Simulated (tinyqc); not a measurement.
Thin (001) film in sp3s* tight binding with raised dangling bonds: one step. Levels of the small film. The numbers come from values chosen for the exercise (near a published set for SiC, fitted to gaps, whose masses and valley positions are rough).

s, pz, s* block (eV):
```
           sa1        za1      *a1       sc2       zc2       *c2       sa3       za3       *a3       sc4
sa1    1.57510  -10.00000        0  -6.23700   4.73200         0         0         0         0         0
za1  -10.00000   12.14510        0  -4.63550   1.53000  -2.19500         0         0         0         0
*a1          0          0  9.66010         0   4.38500         0         0         0         0         0
sc2   -6.23700   -4.63550        0  -4.79490         0         0  -6.23700   4.63550         0         0
zc2    4.73200    1.53000  4.38500         0   4.36510         0  -4.73200   1.53000  -4.38500         0
*c2          0   -2.19500        0         0         0   9.36010         0   2.19500         0         0
sa3          0          0        0  -6.23700  -4.73200         0  -8.42490         0         0  -6.23700
za3          0          0        0   4.63550   1.53000   2.19500         0   2.14510         0  -4.63550
*a3          0          0        0         0  -4.38500         0         0         0   9.66010         0
sc4          0          0        0         0         0         0  -6.23700  -4.63550         0  -4.79490
zc4          0          0        0         0         0         0   4.73200   1.53000   4.38500         0
*c4          0          0        0         0         0         0         0  -2.19500         0         0
sa5          0          0        0         0         0         0         0         0         0  -6.23700
za5          0          0        0         0         0         0         0         0         0   4.63550
*a5          0          0        0         0         0         0         0         0         0         0

          zc4       *c4       sa5       za5       *a5
sa1         0         0         0         0         0
za1         0         0         0         0         0
*a1         0         0         0         0         0
sc2         0         0         0         0         0
zc2         0         0         0         0         0
*c2         0         0         0         0         0
sa3   4.73200         0         0         0         0
za3   1.53000  -2.19500         0         0         0
*a3   4.38500         0         0         0         0
sc4         0         0  -6.23700   4.63550         0
zc4   4.36510         0  -4.73200   1.53000  -4.38500
*c4         0   9.36010         0   2.19500         0
sa5  -4.73200         0   1.57510  10.00000         0
za5   1.53000   2.19500  10.00000  12.14510         0
*a5  -4.38500         0         0         0   9.66010
```

u, v block (eV):
```
         ua1       va1       uc2       vc2       ua3       va3       uc4       vc4       ua5      va5
ua1  2.14510         0   4.51350         0         0         0         0         0         0        0
va1        0  22.14510         0  -1.45350         0         0         0         0         0        0
uc2  4.51350         0   4.36510         0  -1.45350         0         0         0         0        0
vc2        0  -1.45350         0   4.36510         0   4.51350         0         0         0        0
ua3        0         0  -1.45350         0   2.14510         0   4.51350         0         0        0
va3        0         0         0   4.51350         0   2.14510         0  -1.45350         0        0
uc4        0         0         0         0   4.51350         0   4.36510         0  -1.45350        0
vc4        0         0         0         0         0  -1.45350         0   4.36510         0  4.51350
ua5        0         0         0         0         0         0  -1.45350         0  22.14510        0
va5        0         0         0         0         0         0         0   4.51350         0  2.14510
```

Question. Diagonalise both blocks.

Give: levels of the s, pz, s* block; levels of the u, v block.

Answer.

levels of the s, pz, s* block (eV): -18.085  -14.284  -10.900  -4.192  2.856  4.546  6.004  6.073  9.115  9.660  11.017  12.609  16.017  18.756  18.810

levels of the u, v block (eV): -2.173  -2.173  -0.766  -0.766  7.204  7.204  8.631  8.631  22.270  22.270

No level lies between 0 and the bulk edge 2.290 eV; confinement has widened the gap at zero in-plane momentum to 3.622 eV.

tinyqc: `OMP_NUM_THREADS=1 python tinyqc.py 1452893 1452894 out.jsonl`; about 0.4 s, one thread, shared Intel(R) Xeon(R) Processor @ 2.30GHz.
